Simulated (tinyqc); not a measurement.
Strained alloy layer of InAs and GaAs on (001) InP, model-solid band line-up: one step of the calculation.

The layer is x parts of the first compound and 1 - x of the second, grown coherently on the third as substrate and barrier. Rows of the table: lattice constant a, average valence level Ea on an absolute scale, spin-orbit splitting so, gaps at Gamma, X and L, hydrostatic deformation potentials av and ac (Gamma), shear potential b, elastic constants, electron and heavy-hole (along z) masses. All are interpolated linearly in x; gaps get -C x (1 - x), taken wholly in the conduction band; real line-ups can differ from this model by 0.1 eV or more.

Task. Band edges and offsets. In-plane strain e = (a_substrate - a)/a, e_z = -2 (c12/c11) e, volume change 2 e + e_z. With v = 2 e + e_z and d = 2 b (e_z - e): Eav = Ea + av v; E_hh = Eav + so/3 - d/2; E_lh = Eav - so/6 + d/4 + sqrt(so^2 + so d + 9 d^2/4)/2; E_c = Ea + so/3 + EG + ac v (Gamma). Substrate: E_v = Ea + so/3, E_c = E_v + EG. Well depths: dEc = E_c(substrate) - E_c, dEhh = E_hh - E_v(substrate), dElh likewise; strained Gamma gap E_c - max(E_hh, E_lh); positive values confine carriers in the layer.

Values chosen for this exercise:
- x = 0.66 (fraction of the first compound in the layer)
- CG = 0.477 eV (bowing of the Gamma gap)
- CX = 1.4 eV (bowing of the X gap)
- CL = 0.33 eV (bowing of the L gap)

Binary compounds, values chosen for the exercise:
```
              close to InAs  close to GaAs  close to InP
a (angstrom)          6.058          5.653         5.869
Ea (eV)               -6.67          -6.92         -7.04
so (eV)               0.385          0.338          0.11
EG (eV)               0.355           1.41          1.33
EX (eV)                1.37           1.91          2.18
EL (eV)                1.08           1.69          1.95
av (eV)                1.01           1.15          1.27
ac (eV)               -5.12          -7.27         -5.01
b (eV)                -1.81          -1.71         -1.72
c11 (GPa)              84.3            118           102
c12 (GPa)              45.3           53.6          55.9
me (m0)              0.0228         0.0664        0.0797
mh (m0)               0.334          0.351         0.535
```

Find: d; E_hh; E_lh; E_c; strained Gamma gap; dEc; dEhh; dElh.

Result.

d = -0.061713 eV
E_hh = -6.6103 eV
E_lh = -6.6664 eV
E_c = -5.9749 eV
strained Gamma gap = 0.63536 eV
dEc = 0.30156 eV
dEhh = 0.39308 eV
dElh = 0.33691 eV

The heavy-hole band lies on top, by 56.2 meV. At Gamma the line-up is type I, both carriers held in the layer.

Computed by the program tinyqc: `OMP_NUM_THREADS=1 python tinyqc.py 2690098 2690099 out.jsonl`, one thread of a shared Intel Xeon 2.30GHz, about 0.01 s for the whole run.
